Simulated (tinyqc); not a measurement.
Valley-orbit splitting of a donor ground state, with strain: one step, computed by the program tinyqc.

The basis is the 1s envelope in each valley; energies are counted from the unstrained conduction-band edge. The strain is e_s (a a^T - 1/3) for the unit stress axis a, so valley j along n_j moves by Xi_u e_s w_j with w_j = (n_j.a)^2 - 1/3: +1/6 for x and y, -1/3 for z. The splitting at the zone boundary that a [110] shear adds for <100> valleys is left out.

Question. Levels without strain. By symmetry: E(A1) = E_0 + Lambda + 4 Delta_1 + Delta_2 (one state), E(T2) = E_0 + Lambda - Delta_2 (three), E(E) = E_0 + Lambda - 2 Delta_1 + Delta_2 (two), as binding energies.

Inputs (values chosen for the exercise, modelled on donors in silicon):
```
quantity                          value  unit
single-valley binding energy E_0   31.7   meV
central-cell shift Lambda          4.01   meV
coupling Delta_1                    2.2   meV
coupling Delta_2                   1.55   meV
```

Valleys: six along <100>. Stress axis: [110].

Give: E(A1); E(T2); E(E).

Answer.

E(A1) = 46.06 meV

E(T2) = 34.16 meV

E(E) = 32.86 meV

Only A1 has all valley amplitudes in phase, so only it has weight at the nucleus. Of the upper states T2 is bound more strongly, because Delta_1 is larger than Delta_2.
